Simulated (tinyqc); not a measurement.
Worked calculation: extended Hueckel theory, for H6. One step of it, computed by the program tinyqc.

Problem. Wolfsberg-Helmholz matrix. H_ij = K' S_ij (H_ii + H_jj)/2 for i != j (the diagonal keeps H_ii), with K' = K + D^2 + D^4 (1 - K), D = (H_ii - H_jj)/(H_ii + H_jj), K = 1.75.

overlap S, order 1H 1s, 2H 1s, 3H 1s, 4H 1s, 5H 1s, 6H 1s:
$$\begin{pmatrix}
1.000000 & 0.652091 & 0.147461 & 0.042500 & 0.005446 & 0.001190 \\
0.652091 & 1.000000 & 0.430407 & 0.147703 & 0.022211 & 0.005457 \\
0.147461 & 0.430407 & 1.000000 & 0.652776 & 0.147461 & 0.042500 \\
0.042500 & 0.147703 & 0.652776 & 1.000000 & 0.429842 & 0.147461 \\
0.005446 & 0.022211 & 0.147461 & 0.429842 & 1.000000 & 0.652776 \\
0.001190 & 0.005457 & 0.042500 & 0.147461 & 0.652776 & 1.000000
\end{pmatrix}$$

diagonal H_ii (eV): 1H 1s -13.600000, 2H 1s -13.600000, 3H 1s -13.600000, 4H 1s -13.600000, 5H 1s -13.600000, 6H 1s -13.600000

K = 1.750000

Give: H.

Solution.

H (eV), order 1H 1s, 2H 1s, 3H 1s, 4H 1s, 5H 1s, 6H 1s:
$$\begin{pmatrix}
-13.6000 & -15.5198 & -3.5096 & -1.0115 & -0.1296 & -0.0283 \\
-15.5198 & -13.6000 & -10.2437 & -3.5153 & -0.5286 & -0.1299 \\
-3.5096 & -10.2437 & -13.6000 & -15.5361 & -3.5096 & -1.0115 \\
-1.0115 & -3.5153 & -15.5361 & -13.6000 & -10.2302 & -3.5096 \\
-0.1296 & -0.5286 & -3.5096 & -10.2302 & -13.6000 & -15.5361 \\
-0.0283 & -0.1299 & -1.0115 & -3.5096 & -15.5361 & -13.6000
\end{pmatrix}$$
